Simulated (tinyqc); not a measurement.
p-type polysilicon, carrier trapping at grain boundaries: one step of the calculation.

One-dimensional grains of size Lg, uniform ionised doping N, monovalent traps Qt at each boundary at a depth Et below (for electrons) or above (for holes) the band edge there, abrupt depletion of width W on each side of a boundary, Boltzmann statistics. xi is the distance from the band edge at the grain centre to the Fermi level. Trapped charge Qt/(1 + exp((xi + VB - Et)/Vt)) = 2 N W, barrier VB = q N W^2/(2 eps0 eps_r).

Question. Depletion width, Fermi level and barrier. If the trap equation with xi = Vt ln(NB/N) has a root W < Lg/2, the grain is partly depleted; otherwise W = Lg/2 and the trap equation gives xi = Et - VB + Vt ln(Qt/(N Lg) - 1). N* = Qt/Lg.

Parameters, values chosen for the exercise; values of the order met in polycrystalline silicon:
```
symbol    value   unit                                                              meaning
T           300      K                                                          temperature
eps_r      11.7                                                       relative permittivity
NB      2.65e19  cm^-3                                  valence-band density of states at T
Lg          160     nm                                                           grain size
Qt       2.2e12  cm^-2                                     trap density of a grain boundary
Et         0.39     eV  depth of the trap level from the majority band edge at the boundary
N        3.2e17  cm^-3                                                               doping
```

Constants: q = 1.602176634e-19 C, kB = 1.380649e-23 J/K, Vt = kB T/q, eps0 = 8.8541878128e-14 F/cm where lengths are in cm. Results are converted to the units shown.

Give: N*; W; xi; VB; share of traps filled.

Answer.

N* = 1.375e17 cm^-3
W = 30.15 nm
xi = 0.1142 V
VB = 0.2250 V
share of traps filled = 0.8772

N is 2.33 N*, and the grain is partly depleted; VB = 8.70 Vt.

tinyqc, about 0.01 s, one thread, Intel Xeon 2.30GHz (shared host): `OMP_NUM_THREADS=1 python tinyqc.py 2830218 2830219 out.jsonl`
